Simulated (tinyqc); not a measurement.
Out-diffusion of a doped substrate or buried layer into a growing epitaxial film: one step, computed by the program tinyqc.

x is counted from the original substrate surface into the film, whose surface moves as x = v t. Substrate dopant has one diffusivity; the dopant of the film is taken as uniform.

Task: Transition width. After growth and the later budget: l2 = 2 sqrt(D t + (Dt)2); C(x) = (C_s/2) erfc(x/l2) + share x C_s exp(-x/decay length) for x > 0 (autodoping taken as unchanged by the later budget). The transition x_t solves C(x) = C_e, where the total doping is twice the intended value. Usable film = d - x_t. Also give x_t for the erfc term alone, after growth and after the later budget.

Inputs (values chosen for the exercise, modelled on boron in silicon):
```
quantity,value,unit
substrate concentration C_s,5.4e+19,1/cm^3
film doping C_e,4.9e+15,1/cm^3
film thickness d,7.8,um
growth temperature T,1150,C
"autodoping level at the start, as a share of C_s",0.0005,-
decay length of autodoping,0.2,um
later thermal budget (Dt)2,8.9e-10,cm^2
```

Film doping: same type as the substrate.

length l = 0.2092298 um

Give: length l2; x_t after growth, erfc alone; x_t after the later budget, erfc alone; x_t with autodoping; usable film.

Result:

length l2 = 0.6323 um

x_t after growth, erfc alone = 0.5538 um

x_t after the later budget, erfc alone = 1.674 um

x_t with autodoping = 1.674 um

usable film = 6.126 um

Solid-state diffusion sets the transition. The later budget is 8.1 times that of the growth. Caution: the substrate doping is comparable to or above the intrinsic density at growth temperature, so the diffusivity may be higher on that side.
